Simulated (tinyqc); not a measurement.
Photoconductance decay in a wafer: bulk and surface recombination modes, and iron detection by pair splitting: one step, computed by the program tinyqc. Command: `OMP_NUM_THREADS=1 python tinyqc.py 3110310 3110311 out.jsonl pcd walk`. One thread of a shared host (Intel(R) Xeon(R) Processor @ 2.30GHz), about 0.01 s of CPU time with the checks.

Both faces of the wafer have the same S; injection is low and all coefficients are constant. x runs from -W/2 to W/2.

Question. Effective lifetime. Even modes cos(a x) obey b tan b = S W/(2 D) with b = a W/2, odd modes sin(a x) obey -b cot b = S W/(2 D); each decays at the rate 1/tau_b + D a^2. tau_eff is the decay time of the first mode. The surface time is 1/(D a^2) of that mode; shortcuts for it are W/(2 S), W^2/(pi^2 D) and their sum, whose error is sum/surface time - 1.

Inputs (values chosen for the exercise, modelled on p-type silicon):
```
quantity,value,unit
thickness W,300,micrometre
diffusivity D,32.5,cm^2/s
bulk lifetime tau_b without iron,13,microsecond
surface recombination velocity S,98000,cm/s
```

Give: tau_eff; surface time; W/(2 S); W^2/(pi^2 D); error of the sum; tau_eff/tau_b.

Answer.

tau_eff = 2.392 microsecond

surface time = 2.931 microsecond

W/(2 S) = 0.1531 microsecond

W^2/(pi^2 D) = 2.806 microsecond

error of the sum = 0.9440 %

tau_eff/tau_b = 0.1840

The surfaces are fast, and diffusion to them sets the surface time. tau_eff is only 0.18 of tau_b, so it understates the bulk lifetime.
